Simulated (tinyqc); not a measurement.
Which roughness does what: X-ray reflectivity of a thin film on silicon: critical angles, Parratt recursion, fringes and roughness. Computed by tinyqc, a small Python program. Command: `OMP_NUM_THREADS=1 python tinyqc.py 3120190 3120191 out.jsonl xrr walk`. One thread of a shared host (Intel(R) Xeon(R) Processor @ 2.30GHz), about 0.01 s of CPU time with the checks.

n = 1 - delta + i beta; the classical electron radius is r_e = 2.8179403e-6 nm. Layer 0 is vacuum, 1 the film, 2 the substrate.

Inputs (values chosen for the exercise, modelled on TiN on silicon, copper K-alpha radiation):
```
quantity                                        value     unit
wavelength lambda                             0.15406       nm
film density rho                                 5.46   g/cm^3
effective electrons per unit mass, film         0.472    mol/g
beta/delta, film                                0.075        -
film thickness d                                 15.2       nm
roughness of the surface sigma_1                 0.52       nm
roughness of the interface sigma_2               0.22       nm
substrate density                                2.33   g/cm^3
effective electrons per unit mass, substrate    0.507    mol/g
beta/delta, substrate                           0.023        -
grazing angle theta                              1.46  degrees
```

Constants: N_A = 6.02214076e+23 1/mol.

Method:
- delta = r_e lambda^2 rho_e/(2 pi), rho_e = density x electrons per mass x N_A; critical angle sqrt(2 delta), q_c = 4 sqrt(pi r_e rho_e).
- k_j = (2 pi/lambda) sqrt(sin^2 theta - 2 delta_j + 2 i beta_j); r_ij = (k_i - k_j)/(k_i + k_j) x exp(-2 k_i k_j sigma^2) (Nevot-Croce); r = (r_01 + r_12 p)/(1 + r_01 r_12 p), p = exp(2 i k_1 d); R = |r|^2.
- Far above the critical angle the period is d theta = lambda/(2 d), or 2 pi/d in q; the envelope runs between (|r_01| - |r_12 p|)^2 and (|r_01| + |r_12 p|)^2; contrast = 2 a b/(a^2 + b^2) with a = |r_01|, b = |r_12 p|; roughness factors on the amplitudes are about exp(-q^2 sigma^2/2).
- R is averaged over one period above each angle (64 points); contrast = (max - min)/(max + min) of R theta^4 over that period. Cases: smooth; only sigma_1; only sigma_2; both.

period in theta = 0.290361 degrees

Constants:
```
layer      rho_e (1/nm^3)        delta         beta  critical angle (degrees)  q_c (1/nm)
film              1551.98  1.65203e-05  1.23902e-06                  0.329341    0.468860
substrate          711.40  7.57263e-06  1.74170e-07                  0.222977    0.317437
```

Mean R and contrast:
```
theta (degrees)   R smooth  contrast  R, sigma_1  contrast, sigma_1  R, sigma_2  contrast, sigma_2     R, both  contrast, both
0.8              0.0015589   0.81300  1.1418e-03            0.91362  1.5351e-03            0.79640  1.1184e-03         0.90072
1.2              0.0003000   0.81335  1.5288e-04            0.99260  2.9079e-04            0.77500  1.4347e-04         0.98206
1.8              0.0000708   0.82208  2.3143e-05            0.89811  6.6267e-05            0.72648  1.8570e-05         0.96297
2.5              0.0000200   0.82543  4.7272e-06            0.56038  1.7838e-05            0.66411  2.6037e-06         0.73060
3.5              0.0000054   0.82876  1.2054e-06            0.11789  4.5638e-06            0.53047  3.3399e-07         0.21778
```

What follows from these numbers?

At 2.5 degrees sigma_1 alone multiplies the mean R by 0.24 and sigma_2 alone by 0.89; the contrast goes from 0.83 (smooth) to 0.56 and 0.66.
